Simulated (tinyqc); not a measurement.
Scattering rates of a carrier in a spherical band by Fermi's golden rule. Changing the carrier energy E. Computed by tinyqc, a small Python program. Command: `OMP_NUM_THREADS=1 python tinyqc.py 3031557 3031558 out.jsonl scatter sweep`. One thread of a shared host (Intel(R) Xeon(R) Processor @ 2.30GHz), about 0.01 s of CPU time with the checks.

All processes here are isotropic or elastic, and the rate listed is the momentum relaxation rate.

Inputs (values chosen for the exercise, modelled on electrons in germanium):

| quantity | value | unit |
|---|---|---|
| density-of-states mass of one valley m | 0.22 | m_0 |
| non-parabolicity alpha | 0.7 | 1/eV |
| static permittivity eps_s | 16 | - |
| density rho | 5323 | kg/m^3 |
| sound velocity v_l | 5210 | m/s |
| acoustic deformation potential D_A | 10 | eV |
| phonon energy hbar w | 33.6 | meV |
| optical or intervalley deformation potential D_o | 5.4 | 1e8 eV/cm |
| final valleys Z_f | 3 | - |
| ionised impurity density N_I | 1.9e+17 | 1/cm^3 |
| temperature T | 350 | K |

Crystal: non-polar. Band: Kane. Impurity formula: Brooks-Herring. Further scattering: none.

Constants: m_0 = 9.1093837015e-31 kg; e = 1.602176634e-19 C; hbar = 1.054571817e-34 J s; k_B = 8.617333262e-05 eV/K; eps_0 = 8.8541878128e-12 F/m; k_B = 1.380649e-23 J/K; hbar = 6.582119569e-16 eV s.

Method:
- Kane band: hbar^2 k^2/(2 m) = E (1 + alpha E), speed v = hbar k/(m (1 + 2 alpha E)), states per spin, volume and energy g(E) = m k (1 + 2 alpha E)/(2 pi^2 hbar^2); overlap factors are set to 1. Masses are multiplied by m_0 and all formulas are in SI units.
- Phonon occupation N_q = 1/(exp(hbar w/(k_B T)) - 1).
- Debye screening by free carriers of density N_I: L_s = sqrt(eps_s eps_0 k_B T/(e^2 N_I)).
- Acoustic deformation potential (elastic, equipartition, absorption and emission together): 1/tau = 2 pi k_B T D_A^2 g(E)/(hbar rho v_l^2).
- Singly charged impurities, momentum relaxation: 1/tau = N_I e^4 m (1 + 2 alpha E) Phi/(8 pi (eps_s eps_0)^2 hbar^3 k^3), with alpha = 0 for a parabolic band.
- Brooks-Herring: Phi = ln(1 + b) - b/(1 + b), b = 4 k^2 L_s^2.
- Optical or intervalley deformation potential: 1/tau = (pi Z_f D_o^2/(rho w)) [N_q g(E + hbar w) + (N_q + 1) g(E - hbar w)], with g = 0 below the band edge.
- Rates add: 1/tau_m is the sum, and the mean free path is v tau_m.

One run for each value:

| carrier energy E (meV) | acoustic rate (1/s) | ionised-impurity rate (1/s) | momentum relaxation time tau_m (fs) | speed v (m/s) | mean free path (nm) |
|---|---|---|---|---|---|
| 5.0 | 8.0038e+11 | 1.6513e+13 | 55.87 | 8.8946e+04 | 4.970 |
| 8.3 | 1.0371e+12 | 9.6084e+12 | 88.83 | 1.1421e+05 | 10.145 |
| 14.0 | 1.3603e+12 | 5.3174e+12 | 136.31 | 1.4746e+05 | 20.100 |
| 23.0 | 1.7706e+12 | 2.9618e+12 | 183.12 | 1.8728e+05 | 34.294 |
| 39.0 | 2.3686e+12 | 1.5604e+12 | 185.02 | 2.4000e+05 | 44.405 |
| 65.0 | 3.1913e+12 | 8.2904e+11 | 150.74 | 3.0214e+05 | 45.544 |
| 110.0 | 4.4569e+12 | 4.2872e+11 | 112.65 | 3.7715e+05 | 42.487 |
| 180.0 | 6.3246e+12 | 2.3029e+11 | 80.32 | 4.5469e+05 | 36.520 |
| 300.0 | 9.5999e+12 | 1.2051e+11 | 52.96 | 5.3651e+05 | 28.412 |
| 500.0 | 1.5672e+13 | 6.2703e+10 | 32.34 | 6.1111e+05 | 19.764 |

What does the table show, and why?

Over the rows, acoustic rate (1/s) rises from 8.00e11 to 1.57e13 (exponent d ln y / d ln x 0.51 between the first rows and 0.96 between the last); ionised-impurity rate (1/s) falls from 1.65e13 to 6.27e10 (exponent d ln y / d ln x -1.1 between the first rows and -1.3 between the last); momentum relaxation time tau_m (fs) goes from 55.9 through a maximum among these rows, 185 at 39.0, to 32.3. At the low end the exponent of acoustic rate is 0.51, close to 0.50: the rate follows g(E), which grows as E^(1/2) in a parabolic band. Optical emission sets in at 33.6 meV.

Caution (rows 5.00, 8.30): k times the effective Bohr radius is below 1, so the Born approximation behind the Brooks-Herring rate is rough. Caution (rows 5.00, 8.30): hbar/tau is more than half the carrier energy, so the golden rule and a sharp energy lose their meaning.

Extremes, crossings and ranges named in words are read from the listed rows.
